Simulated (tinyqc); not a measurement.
Out-diffusion of a doped substrate or buried layer into a growing epitaxial film: one step, computed by the program tinyqc. Command: `OMP_NUM_THREADS=1 python tinyqc.py 3015471 3015472 out.jsonl buried walk`. One thread of a shared host (Intel(R) Xeon(R) Processor @ 2.30GHz), about 0.01 s of CPU time with the checks.

x is counted from the original substrate surface into the film, whose surface moves as x = v t. Substrate dopant has one diffusivity; the dopant of the film is taken as uniform.

Task: Scales. D = D0 exp(-E/(k_B T)); growth time t = d/v; l = 2 sqrt(D t); growth number G = v t/l = d/l; 1 um = 1e-4 cm. Temperatures in kelvin are T(C) + 273.15.

Inputs (values chosen for the exercise, modelled on arsenic in silicon):
```
quantity              value    unit
prefactor D0           8.43  cm^2/s
activation energy E       4      eV
growth rate v           0.8  um/min
film thickness d        1.5      um
growth temperature T   1075       C
```

Film doping: same type as the substrate.

Constants: k_B = 8.617333262e-05 eV/K.

Give: diffusivity D; growth time t; length l; growth number G.

Result:

diffusivity D = 9.390e-15 cm^2/s

growth time t = 1.875 min

length l = 0.02056 um

growth number G = 72.97

The surface outruns diffusion, so the film acts as an infinite medium.
